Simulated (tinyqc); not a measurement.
From one set of inputs to another, one input at a time: admittance spectroscopy and thermally stimulated current of one trap level in a depletion layer. Computed by tinyqc, a small Python program. Command: `OMP_NUM_THREADS=1 python tinyqc.py 3111742 3111743 out.jsonl admit ladder`. One thread of a shared host (Intel(R) Xeon(R) Processor @ 2.30GHz), about 0.01 s of CPU time with the checks.

A Schottky junction on n-type material holds one donor-like electron trap; shallow donors are fully ionised and abrupt depletion edges are assumed.

The inputs printed are set A. Set A is modelled on n-type GaAs; the values taken over come from a set modelled on n-type germanium. Inputs not listed in the table keep their values of set A, so the rows need not describe a real material.

Inputs (values chosen for the exercise, modelled on n-type GaAs):

| quantity | value | unit |
|---|---|---|
| dielectric constant eps | 12.7 | - |
| density-of-states mass m | 0.068 | m_0 |
| shallow doping N | 7.2e+15 | 1/cm^3 |
| trap density N_t | 2.8e+14 | 1/cm^3 |
| trap depth E_t below the band | 0.353 | eV |
| capture cross section sigma | 4.4e-17 | cm^2 |
| band bending V_b | 1 | V |
| test frequency f | 50000 | Hz |
| heating rate beta | 0.32 | K/s |

Constants: k_B = 1.380649e-23 J/K; m_0 = 9.1093837015e-31 kg; h = 6.62607015e-34 J s; k_B = 8.617333262e-05 eV/K; eps_0 = 8.8541878128e-12 F/m; e = 1.602176634e-19 C.

Method:
- N_c = 2 (2 pi m k_B T/h^2)^(3/2), v_th = sqrt(3 k_B T/m), emission rate e_n = sigma v_th N_c exp(-E_t/(k_B T)).
- Where the level crosses the Fermi level capture equals emission, so the trap follows the signal with the rate 2 e_n; G/omega peaks at omega = 2 e_n (the correction for large N_t/N is left out).
- Solve 2 e_n(T_p) = 2 pi f.
- With E_c - E_F = k_B T_p ln(N_c/N): lambda = sqrt(2 eps eps_0 (E_t - (E_c - E_F))/(e^2 N)); traps are empty and charged for x < x_t = w - lambda, and V_b = e (N w^2 + N_t x_t^2)/(2 eps eps_0). High frequency: C_hf = eps eps_0/w. Low frequency: C_lf = eps eps_0 (N + N_t)/(N w + N_t x_t).
- Thermally stimulated current without retrapping: filled share n(T) = exp(-(1/beta) int e_n dT), current proportional to e_n n; the peak obeys beta (E_t/(k_B T^2) + 2/T) = e_n(T). The integral starts at 0.5 T_m and uses 4000 trapezoid steps to 1.2 T_m.
- Chen's first-order estimate from the full width W = T_2 - T_1 between the half-height points: E = 2.52 k_B T_m^2/W - 2 k_B T_m.

Each row keeps all changes above it:

| input moved | from | to | peak temperature T_p (K) | step (C_lf - C_hf)/C_hf | peak temperature T_m (K) |
|---|---|---|---|---|---|
| set A | - | - | 436.78 | 0.016086 | 180.43 |
| capture cross section sigma (cm^2) | 4.4e-17 | 1.2e-15 | 336.75 | 0.018309 | 160.35 |
| heating rate beta (K/s) | 0.32 | 0.87 | 336.75 | 0.018309 | 165.97 |
| trap depth E_t below the band (eV) | 0.353 | 0.218 | 223.07 | 0.014682 | 107.94 |
| trap density N_t (1/cm^3) | 2.8e+14 | 2.3e+14 | 223.07 | 0.012095 | 107.94 |
| band bending V_b (V) | 1 | 0.36 | 223.07 | 0.020241 | 107.94 |
| density-of-states mass m (m_0) | 0.068 | 0.565 | 192.23 | 0.017315 | 100.15 |
| shallow doping N (1/cm^3) | 7.2e+15 | 2.6e+15 | 192.23 | 0.043139 | 100.15 |

Where does the difference come from?

Peak temperature T_p goes from 437 to 192, a factor 0.440 in all. The largest single move comes from trap depth E_t below the band (a factor 0.662). Step (C_lf - C_hf)/C_hf goes from 0.0161 to 0.0431, a factor 2.68 in all. The largest single move comes from shallow doping N (a factor 2.49), and trap depth E_t below the band works against it (a factor 0.802). Peak temperature T_m goes from 180 to 100, a factor 0.555 in all. The largest single move comes from trap depth E_t below the band (a factor 0.650). The single moves hold for this order of the switches; the total does not depend on the order.

Extremes, crossings and ranges named in words are read from the listed rows.
